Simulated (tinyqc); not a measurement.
What each form factor does: empirical-pseudopotential levels.

Empirical pseudopotential on the fcc lattice, atoms at +/- tau, tau = a (1,1,1)/8, no spin-orbit coupling. H(G,G') = c (2 pi/a)^2 |k + G|^2 delta + VS(q) cos(q.tau) + i VA(q) sin(q.tau), q = G - G', c = hbar^2/2m0; k and G in units of 2 pi/a; VS at |q|^2 = 3, 8, 11 and VA at 3, 4, 11, in rydberg, zero elsewhere. The basis is fixed: all 65 G with |G|^2 up to Gcut. Energies are counted from the fourth level at Gamma.

Constants: hbar^2/2m0 = 3.80998211 eV angstrom^2; Ry = 13.60569312 eV.

Values chosen for the exercise (near those of Si; not measured data): a = 5.414 angstrom (lattice constant); VS3 = -0.208 Ry; VS8 = 0.039 Ry; VS11 = 0.081 Ry; VA3 = 0 Ry; VA4 = 0 Ry; VA11 = 0 Ry; Gcut = 16 (2 pi/a)^2 (largest |G|^2 of the fixed basis).

Lowest empty singlet and triplet at Gamma and the valence width there (fixed basis); lowest empty level at X = (1,0,0) and L = (1/2,1/2,1/2) from the valence top, these levels and that top with all |k + G|^2 up to 21. Singlet and triplet count orbital degeneracy. VS3 is VS at |q|^2 = 3, and so on. The row for a keeps the form factors fixed, so it is no model of a real expansion, which changes them too.

One parameter was then changed.

Results before and after:

| case | singlet (eV) | triplet (eV) | X (eV) | L (eV) | width (eV) |
|---|---|---|---|---|---|
| base | 3.946 | 3.345 | 0.860 | 1.844 | 12.837 |
| changed | 3.980 | 3.367 | 0.596 | 1.836 | 12.840 |

Which of these changes was made? (a) VA11 = 0.03 Ry; (b) VS8 = 0.029 Ry; (c) VA4 = 0.03 Ry; (d) VS11 = 0.071 Ry; (e) VS3 = -0.218 Ry; (f) a = 5.468 angstrom; (g) VA3 = 0.03 Ry.

Answer: (g) VA3 = 0.03 Ry. Of the candidates, run in turn, only this one gives the changed row.

All candidates:

| case | singlet (eV) | triplet (eV) | X (eV) | L (eV) | width (eV) |
|---|---|---|---|---|---|
| base | 3.946 | 3.345 | 0.860 | 1.844 | 12.837 |
| a = 5.468 angstrom | 3.961 | 3.370 | 0.991 | 1.916 | 12.530 |
| VS3 = -0.218 Ry | 3.885 | 3.489 | 1.104 | 1.940 | 12.782 |
| VS8 = 0.029 Ry | 3.455 | 3.404 | 0.768 | 1.606 | 12.910 |
| VS11 = 0.071 Ry | 3.443 | 3.123 | 0.598 | 1.520 | 13.003 |
| VA3 = 0.03 Ry | 3.980 | 3.367 | 0.596 | 1.836 | 12.840 |
| VA4 = 0.03 Ry | 3.795 | 3.428 | 0.404 | 1.885 | 12.826 |
| VA11 = 0.03 Ry | 3.800 | 3.306 | 0.582 | 1.785 | 12.852 |

In a diamond crystal a small VA enters the levels at Gamma and L only in second order, by symmetry, but splits the degenerate pair at X in first order.

Computed by tinyqc, a small Python program: `OMP_NUM_THREADS=1 python tinyqc.py 1080644 1080645 out.jsonl` (the numbers bound the seed that draws the inputs); one thread of a shared host (Intel(R) Xeon(R) Processor @ 2.30GHz), about 0.3 s for the whole set of steps.
